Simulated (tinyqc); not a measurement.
Bulk resistivity and mean free path from two films.

Question. In the thick-film limit single-crystal films obey rho = rho0 (1 + 3 (1 - ps) lam/(8 d)). Find rho0, lam and the product rho0 lam.

Parameters, values chosen for the exercise:
- ps = 0 (specular share of surface scattering)

rho at d = 35 and 150 nm (uohm cm): [3.1525071, 2.7365850]

Solution. rho is a straight line in 1/d: the intercept is rho0 and the slope (3/8)(1 - ps) rho0 lam. Without ps only the product (1 - ps) lam could be found.

rho0 = 2.610 uohm cm
lam = 19.40 nm
rho0 lam = 50.63 uohm cm nm

Program tinyqc, `OMP_NUM_THREADS=1 python tinyqc.py 2100112 2100113 out.jsonl`; Intel Xeon 2.30GHz, shared host, one thread, about 0.01 s.
